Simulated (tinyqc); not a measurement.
Hot carriers by balance equations with a heated Maxwellian. Changing the lattice temperature T. Computed by tinyqc, a small Python program. Command: `OMP_NUM_THREADS=1 python tinyqc.py 3001726 3001727 out.jsonl hot sweep`. One thread of a shared host (Intel(R) Xeon(R) Processor @ 2.30GHz), about 0.06 s of CPU time with the checks.

The carriers follow a Maxwellian at an electron temperature T_e, slightly displaced; the drift energy is neglected against k_B T_e. The balance averages the rate, not the time, so mu_0 lies below the relaxation-time value.

Inputs (values chosen for the exercise, modelled on holes in silicon):
```
quantity                                          value       unit
effective mass m                                  0.512        m_0
density rho                                        2329     kg/m^3
sound velocity v_l                                 8970        m/s
acoustic deformation potential D_A                  5.2         eV
phonon energy hbar w                               61.2        meV
optical or intervalley deformation potential D_o    8.8  1e8 eV/cm
final valleys Z_f                                     1          -
electric field F                                    1.8      kV/cm
mixing                                              0.4          -
iteration cap                                       300          -
```

Band: parabolic. Solver: damped fixed point.

Constants: k_B = 8.617333262e-05 eV/K; k_B = 1.380649e-23 J/K; e = 1.602176634e-19 C; hbar = 1.054571817e-34 J s; m_0 = 9.1093837015e-31 kg; hbar = 6.582119569e-16 eV s.

Method:
- Parabolic band: E = hbar^2 k^2/(2 m), speed v = hbar k/m, states per spin, volume and energy g(E) = m k/(2 pi^2 hbar^2). Masses are multiplied by m_0 and all formulas are in SI units.
- Phonon occupation N_q = 1/(exp(hbar w/(k_B T)) - 1).
- Acoustic deformation potential (elastic, equipartition, absorption and emission together): 1/tau = 2 pi k_B T D_A^2 g(E)/(hbar rho v_l^2).
- Optical or intervalley deformation potential: 1/tau = (pi Z_f D_o^2/(rho w)) [N_q g(E + hbar w) + (N_q + 1) g(E - hbar w)], with g = 0 below the band edge.
- Averages over the Maxwellian, <y> = int y x^(1/2) exp(-x) dx / int x^(1/2) exp(-x) dx with x = E/(k_B T_e), split at x_0 = hbar w/(k_B T_e): 64 Gauss-Legendre points in sqrt(x) below it and 128 in sqrt(x - x_0) above it, up to x = 32. Momentum balance: mu(T_e) = e/(m nu), nu = <x (sum of rates)>/<x>. Power lost per carrier: P(T_e) = hbar w <emission rate - absorption rate> + <(2 m v_l^2/(k_B T)) (E - 2 k_B T) acoustic rate>.
- Energy relaxation time at weak heating: tau_E = (3/2) k_B / (dP/dT_e), the derivative by a central difference of +/- 0.5 K at T_e = T.
- Fixed point: T_out = T + (T_e - T) e mu(T_e) F^2/P(T_e), T_new = T_e + mixing (T_out - T_e).
- Start at T_e = 1.5 T; stop when T_e moves by less than 1e-6 K or exceeds 1e6 K.
- v = mu(T_e) F; warm-carrier coefficient (mu/mu_0 - 1)/F^2.

One run for each value; columns: (1) lattice temperature T (K); (2) drift velocity (1e7 cm/s); (3) low-field mobility mu_0 (cm^2/(V s)); (4) electron temperature T_e (K); (5) energy relaxation time tau_E (ps):
```
(1)      (2)    (3)     (4)     (5)
80   0.62188  14087  196.69  16.641
110  0.55431   7728  194.01   3.474
140  0.47034   4470  196.12   1.423
190  0.31852   2130  216.00   0.662
250  0.19216   1128  261.35   0.435
340  0.10527    593  344.89   0.334
450  0.06269    350  452.62   0.300
600  0.03812    212  601.55   0.293
```

Over the rows, drift velocity (1e7 cm/s) falls from 0.622 to 0.0381 (exponent d ln y / d ln x -0.36 between the first rows and -1.7 between the last); low-field mobility mu_0 (cm^2/(V s)) falls from 14100 to 212 (exponent d ln y / d ln x -1.9 between the first rows and -1.7 between the last); electron temperature T_e (K) goes from 197 through a minimum among these rows, 194 at 110, to 602. mu_0 changes by a factor 66.4 over the table and the drift velocity at this field by 16.3: hot carriers care less about the lattice temperature.

Caution (rows 80.0, 110, 140, 190, 250, 340, 450): the drift energy m v^2/2 is not small against the heating (3/2) k_B (T_e - T), so T_e - T is rough.

Extremes, crossings and ranges named in words are read from the listed rows.
